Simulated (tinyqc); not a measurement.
What each parameter does: shallow donor in an anisotropic valley (effective-mass theory).

One valley: H = -c [(d2/dx2 + d2/dy2)/mt + (d2/dz2)/ml] - q/(eps r), c = hbar^2/2m0, q = e^2/(4 pi eps0). Trial function exp(-sqrt((x^2 + y^2)/a^2 + z^2/b^2)) with a > b: T = (c/3)(2/(mt a^2) + 1/(ml b^2)), V = -(q/eps) atan(u/b)/u, u = sqrt(a^2 - b^2). The central cell of the impurity is left out.

Constants: hbar^2/2m0 = 3.80998211 eV angstrom^2; e^2/(4 pi eps0) = 14.39964547 eV angstrom.

Values chosen for the exercise (out of a larger set: near those of 3C SiC; not measured data):
- ml = 0.655 m0 (longitudinal mass)
- mt = 0.255 m0 (transverse mass)
- eps = 9.8 (dielectric constant)

The minimum of the trial energy. Each row changes one parameter from the base and keeps the others.

Results:
```
case,E (meV),a (angstrom),b (angstrom),b/a
base,-48.12,16.90,12.10,0.716
ml = 0.819 m0,-51.10,16.25,10.76,0.662
mt = 0.23 m0,-44.64,18.40,12.70,0.690
eps = 10.8,-39.62,18.62,13.33,0.716
```

The largest shifts from the base row, up to three for each result and ties (the steps differ in size, so this ranks the rows, not the parameters). E (meV): eps +8.50, mt +3.48, ml -2.98. a (angstrom): eps +1.72, mt +1.50, ml -0.65. b (angstrom): ml -1.34, eps +1.23, mt +0.60. b/a: ml -0.054, mt -0.025; unchanged at the printed digits by eps. eps only rescales the solution (E as 1/eps^2, lengths as eps), so b/a depends on ml/mt alone.

tinyqc: `OMP_NUM_THREADS=1 python tinyqc.py 1251855 1251856 out.jsonl`; about 0.01 s, one thread, shared Intel(R) Xeon(R) Processor @ 2.30GHz.
